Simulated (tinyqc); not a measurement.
Inside a calculation: two-dimensional electron gas with Rashba and Dresselhaus coupling. Values are carried at full precision from step to step, so a last printed digit may differ when a step is redone from the rounded ones.

H = c k^2/m + al (ky sx - kx sy) + b1 (kx sx - ky sy) + gam kx ky (kx sy - ky sx), s the Pauli matrices, x = [100], c = hbar^2/2m0, b1 = gam (pi/L)^2 (hard walls). H = c k^2/m + B.s, so E = c k^2/m -/+ |B| and the lower state has its spin along -B.

Constants: hbar^2/2m0 = 3.80998211 eV angstrom^2; hbar = 6.58211957e-16 eV s.

Inputs chosen for the exercise (of the size met in GaAs; shifted at random, so the results belong to these values and not to a real crystal): m = 0.0691 m0 (mass); al = 0.024 eV angstrom (Rashba constant); gam = 9.4 eV angstrom^3 (bulk Dresselhaus constant); L = 83 angstrom (width of the (001) well); n = 5.2 1e11/cm^2 (sheet density (one subband filled)); phi = 15 degrees (angle of k from [100]).

## Scales

b1; mean Fermi wave vector k0 = sqrt(2 pi n) (1e11/cm^2 = 1e-5/angstrom^2); E0 = c k0^2/m; b3 = gam k0^2/4; kR = al m/(2c) and ER = al kR/2, the shift and depth of a pure Rashba band.

b1 = 0.01347 eV angstrom
k0 = 0.01808 1/angstrom
E0 = 18.015 meV
b3 = 0.0007678 eV angstrom
kR = 0.0002176 1/angstrom
ER = 0.002612 meV

The ratio al/(b1 - b3) is 1.89; kR is 1.2 % of k0.

## Spin-orbit field at one point of the Fermi circle

k = k0 (cos phi, sin phi). Form B, the splitting 2|B| and the direction of the lower spin, atan2(-By, -Bx).

Bx, By (meV): 0.3438  -0.4686

splitting = 1.1624 meV
direction of the lower spin = 126.3 degrees

## The matrix

H = [[E0, Bx - i By], [Bx + i By, E0]] in meV; diagonalise. Precession period h/(2|B|) = 2 pi hbar/(splitting).

H (meV):
```
,up,down
up,18.0147,0.3438+0.4686i
down,0.3438-0.4686i,18.0147
```

levels (meV): 17.4335  18.5960

period = 3.56 ps

## The two wave vectors at the energy E0 along this direction

Solve c k^2/m -/+ |B(k)| = E0. The spin turns by (k_outer - k_inner) per length, so a half turn takes pi/(difference).

k (1/angstrom): outer 0.018369, inner 0.017786

difference = 0.0005832 1/angstrom
length of a half turn = 538.7 nm

For linear terms alone the difference is (m/c)|B|/k, whatever the energy: every electron along this direction turns alike, the basis of the spin transistor. The cubic term makes it depend on density.

## Checks

- Difference of the Fermi wave vectors without Dresselhaus terms against al m/c: both 0.00043528.

(tinyqc, `OMP_NUM_THREADS=1 python tinyqc.py 1450294 1450295 out.jsonl`, Intel(R) Xeon(R) Processor @ 2.30GHz, 1 thread, shared host, about 0.01 s.)
